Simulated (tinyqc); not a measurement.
What a faster ramp buys: rapid thermal processing of a wafer: radiative balance, ramp and cooling, pattern effects, pyrometer error and spike budget. Computed by tinyqc, a small Python program. Command: `OMP_NUM_THREADS=1 python tinyqc.py 3114225 3114226 out.jsonl rtp walk`. One thread of a shared host (Intel(R) Xeon(R) Processor @ 2.30GHz), about 0.04 s of CPU time with the checks.

The wafer is opaque and uniform through its thickness unless said otherwise; temperatures in formulas are in kelvin (C + 273.15). sigma = 5.670374419e-12 W/(cm^2 K^4).

Inputs (values chosen for the exercise, modelled on a hot silicon wafer):
```
quantity                                              value         unit
wafer thickness d                                       775   micrometre
heat capacity per volume C                             2.03   J/(cm^3 K)
thermal conductivity k                                  0.3     W/(cm K)
emissivity eps of each face                            0.63            -
reflectivity of the chamber walls r                    0.41            -
gas heat-transfer coefficient h, both faces together    6.5  mW/(cm^2 K)
wall temperature T_w                                    350            K
process temperature                                    1030            C
starting temperature                                    450            C
ramp rate                                               150          K/s
activation energy of the process E_a                      4           eV
```

Constants: k_B = 8.617333262e-05 eV/K.

Method:
- Effective emissivity between parallel grey plates: eps_eff = 1/(1/eps + 1/(1 - r) - 1). Loss per area q(T) = 2 eps_eff sigma (T^4 - T_w^4) + h (T - T_w).
- Absorbed power during a ramp = q(T) + C d x ramp rate; thermal time constant tau = C d/(dq/dT), dq/dT = 8 eps_eff sigma T^3 + h; natural cooling rate q/(C d); front-to-back difference under one-sided heating at the end of the ramp = (absorbed power) d/(2 k).
- Cooling with the lamps off: C d dT/dt = -q(T), integrated adaptively (relative tolerance 1e-10).
- Spike anneal: linear ramp to the peak, then lamps off. Equivalent time at the peak = int exp(-(E_a/k_B)(1/T - 1/T_peak)) dt; estimate (k_B T^2/E_a)(1/ramp rate + 1/cooling rate). The ramp part uses 4000 trapezoid steps, the cooling part 4000 steps over 4 tau.

time constant tau = 3.11613 s

holding power q = 20.4514 W/cm^2

natural cooling rate = 129.995 K/s

Against the ramp rate:
```
ramp (K/s)  ramp part (s)  cooling part (s)  total (s)  power at the peak (W/cm^2)
10                 3.4687           0.29082     3.7595                       22.02
25                 1.3875           0.29082     1.6783                       24.38
50                 0.6937           0.29082     0.9846                       28.32
100                0.3469           0.29082     0.6377                       36.18
250                0.1387           0.29082     0.4296                       59.78
500                0.0694           0.29082     0.3602                       99.11
1000               0.0347           0.29082     0.3255                      177.78
```

From 10 to 100 K/s the total falls by a factor 5.9, from 100 to 1000 K/s by 1.96: the cooling part, 0.291 s, is a floor, and the natural cooling rate here is 130 K/s.

Extremes, crossings and ranges named in words are read from the listed rows.
